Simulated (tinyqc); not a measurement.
Inside a calculation. Model: programming of a floating-gate cell by Fowler-Nordheim tunnelling.

Computed by the program tinyqc: `OMP_NUM_THREADS=1 python tinyqc.py 2130126 2130127 out.jsonl`, one thread of a shared Intel Xeon 2.30GHz, about 0.02 s for the whole run. Printed values are rounded.

Per tunnel area the floating gate has Ctun = 3.9 eps0/tox to the channel (0 V) and Ccg to the control gate, Ct = Ctun/(1 - ag), no other coupling. With the threshold shift U = -Q/Ccg the field is F = ag (Vg - U)/tox, and dU/dt = J/Ccg. Fowler-Nordheim: J = A F^2 exp(-B/F), A = q^2/(16 pi^2 hbar mo phi) (times 1e14 for A/cm^2 with F in V/nm, emitter mass m0), B = (4/3) sqrt(mo/C) phi^1.5, C = hbar^2/(2 m0).

Inputs (values chosen for the exercise); oxide values close to those of silicon dioxide: tunnel barrier phi = 3.09 eV; tunnelling mass mo = 0.45 m0; tunnel oxide thickness tox = 9.7 nm; coupling ratio Ccg/Ct ag = 0.64; tunnel area ar = 1200 nm^2; threshold shift at the start Vt0 = -2.9 V; control-gate voltage Vg = 13.9 V; time step dt = 9.3 us; steps n = 8.

Constants: q = 1.602176634e-19 C, hbar = 1.054571817e-34 J s, m0 = 9.1093837015e-31 kg, eps0 = 8.8541878128e-14 F/cm where lengths are in cm, hbar^2/(2 m0) = 0.0380998212 eV nm^2. Results are converted to the units shown.

Range of the model: Programming fields of 10 MV/cm and more wear the oxide; trapping and the channel potential are ignored.

## Constants of the cell

A, B, Ccg = ag Ct, the starting field and current, K = A B ag/(Ccg tox), and the knee time t0 = exp(B/F(0))/K.

A = 1.10855e8 A cm^-2 (V/nm)^-2
B = 24.8898 V/nm
Ccg = 0.632877 uF/cm^2
F(0) = 1.10845 V/nm
J(0) = 0.0241166 A/cm^2
K = 2.87650e14 1/s
t0 = 19.6340 us
electrons for 1 V of shift = 47.4013

## Explicit time steps against the exact solution

U(new) = U + dt J(F(U))/Ccg. Exact: exp(B/F(t)) = exp(B/F(0)) + K t, K = A B ag/(Ccg tox), and U = Vg - tox F/ag.

```
step  t (us)  F (V/nm)  J (A/cm^2)  U by steps (V)  U exact (V)
0          0   1.10845   0.0241166        -2.90000     -2.90000
1        9.3   1.08507   0.0142447        -2.54561     -2.61481
2       18.6   1.07126   0.0103298        -2.33629     -2.41574
3       27.9   1.06124  0.00814156        -2.18449     -2.26353
4       37.2   1.05335  0.00672810        -2.06485     -2.14072
5       46.5   1.04683  0.00573521        -1.96599     -2.03802
6       55.8   1.04127  0.00499782        -1.88171     -1.94991
7       65.1   1.03642  0.00442786        -1.80827     -1.87286
8       74.4   1.03213  0.00397381        -1.74320     -1.80448
```

The steps run ahead by 69.2 mV after the first and 61.3 mV after the last, as each uses the larger current of its start; the step is 0.47 of the knee time t0. The overshoot lowers the field, so later steps gain less than the exact curve and the error ends smaller than after the first step.
